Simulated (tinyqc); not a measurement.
From results back to parameters: phonon-assisted absorption at an indirect gap. Three cases, with inputs chosen for the exercise.

Problem. A slab transmits Tr = (1 - R)^2 x/(1 - R^2 x^2) with x = exp(-alpha d) and R = ((nr - 1)/(nr + 1))^2.

Case 1.

Values chosen (out of a larger set: loosely those of Si at room temperature; Eg is not tied to T; not measured data): nr = 3.57 (refractive index); d = 3.7 micrometre (thickness).

Tr = 0.398463

Case 2.

Values chosen (out of a larger set: loosely those of SiGe at room temperature; Eg is not tied to T; not measured data): nr = 3.78 (refractive index); d = 2.9 micrometre (thickness).

Tr = 0.486783

Case 3.

Values chosen (out of a larger set: loosely those of GaP at room temperature; Eg is not tied to T; not measured data): nr = 3.42 (refractive index); d = 1.5 micrometre (thickness).

Tr = 0.401980

Find: x; alpha.

Solution. Tr R^2 x^2 + (1 - R)^2 x - Tr = 0; take the positive root, then alpha = -ln(x)/d.

Case 1.

x = 0.7980
alpha = 610 1/cm

Case 2.

x = 0.9876
alpha = 43.2 1/cm

Case 3.

x = 0.7755
alpha = 1.69e+03 1/cm

Computed by tinyqc, one run a case: `OMP_NUM_THREADS=1 python tinyqc.py N N+1 out.jsonl` with N = 1682211, 1682214, 1682311; one thread of a shared Intel(R) Xeon(R) Processor @ 2.30GHz, about 0.01 s a run at most.
